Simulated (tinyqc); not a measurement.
Optical gain and spontaneous emission in a bulk direct-gap semiconductor, step by step. Values are carried at full precision from step to step, so a last printed digit may differ when a step is redone from the rounded ones.

F_j(eta) = (1/Gamma(j + 1)) integral_0^infinity x^j dx/(1 + exp(x - eta)), which tends to exp(eta) for eta << 0.

Quasi-Fermi levels: n = Nc F_1/2(Fc/kT) and p = Nv F_1/2(Fv/kT), Fc counted up from the conduction edge and Fv down from the valence edge; Nc, Nv from N = 2 (m kB T/(4 pi c))^(3/2) with c = hbar^2/2m0, in 1/angstrom^3; times 1e24 for 1/cm^3, with me and (mhh^(3/2) + mlh^(3/2))^(2/3).

Constants: hbar^2/2m0 = 3.80998211 eV angstrom^2; kB = 8.617333262e-05 eV/K; fine-structure constant alpha = 0.007297352564; hbar = 6.58211957e-16 eV s; hbar c = 1973.269805 eV angstrom.

Parameters, chosen for this exercise (near those of GaAs; not measured data): me = 0.0667 m0 (electron mass); mhh = 0.521 m0 (heavy-hole mass); mlh = 0.0856 m0 (light-hole mass); n = 2.3e+18 1/cm^3 (injected density, n = p); T = 350 K; Eg = 1.399 eV (direct gap); Ep = 25.1 eV (Kane energy); nr = 3.63 (refractive index); E = 1.519 eV (photon energy).

## Quasi-Fermi levels

Solve for Fc and Fv.

kT = 0.030161 eV
Nc = 5.447e+17 1/cm^3
Nv = 1.268e+19 1/cm^3
Fc = 0.0861 eV
Fv = -0.0496 eV
Fc + Fv = 0.0365 eV

The separation of the quasi-Fermi levels exceeds the gap, so photons between Eg and Eg + (Fc + Fv) see gain. The quasi-Fermi level of the electrons lies inside the band, that of the holes in the gap.

## Absorption of the empty crystal

Parabolic bands, vertical transitions, no excitons. For each hole band j: mr = me mj/(me + mj); joint density of states J_j(E) = (mr/c)^(3/2) sqrt(E - Eg)/(2 pi^2), both spins, c = hbar^2/2m0; averaged matrix element |e.p|^2 = m0 Ep/6; alpha_j(E) = 4 pi^2 alpha_f c Ep J_j/(3 nr E) in 1/angstrom (alpha_f the fine-structure constant, listed as alpha among the constants), times 1e8 for 1/cm.

Evaluate at E for heavy and light holes.

mr, J and alpha of each hole band:
```
hole   mr (m0)  J (1/(eV angstrom^3))  alpha (1/cm)
heavy  0.05913              3.393e-05        5651.0
light  0.03749              1.713e-05        2852.7
```

The heavy-hole band gives 66 % of the total, 8504 1/cm.

## Occupations and gain at E

For band j the electron sits at Ee = (E - Eg) mr/me above its edge and the hole at Eh = (E - Eg) mr/mj; fe = 1/(1 + exp((Ee - Fc)/kT)), fh = 1/(1 + exp((Eh - Fv)/kT)); gain g = sum_j alpha_j (fe + fh - 1).

Use mr and alpha from the table.

Energies, occupations and gain of each hole band:
```
hole   Ee (eV)  Eh (eV)     fe     fh  g (1/cm)
heavy   0.1064   0.0136  0.338  0.110     -3122
light   0.0674   0.0526  0.650  0.033      -905
```

total gain = -4027 1/cm

E - Eg = 0.1200 eV is above Fc + Fv = 0.0365 eV, so both bands give loss (Bernard-Duraffourg).

## Spontaneous emission

Spontaneous rate: R = integral of (nr E/(hbar c))^2/(pi^2 hbar) sum_j alpha_j fe fh dE, with alpha in 1/cm and (nr E/(hbar c))^2 in 1/cm^2 (1e16 per 1/angstrom^2); B = R/(n p); lifetime n/R.

Integrate over photon energy.

R = 7.44e+26 1/(cm^3 s)
B = 1.41e-10 cm^3/s
radiative lifetime = 3.09 ns

## Checks

- B at n = 1e13 1/cm^3 against the van Roosbroeck-Shockley value from alpha and ni^2 (cm^3/s): both 1.88e-10.

Computed by tinyqc, a small Python program: `OMP_NUM_THREADS=1 python tinyqc.py 1651276 1651277 out.jsonl` (the numbers bound the seed that draws the inputs); one thread of a shared host (Intel(R) Xeon(R) Processor @ 2.30GHz), about 0.08 s for the whole set of steps.
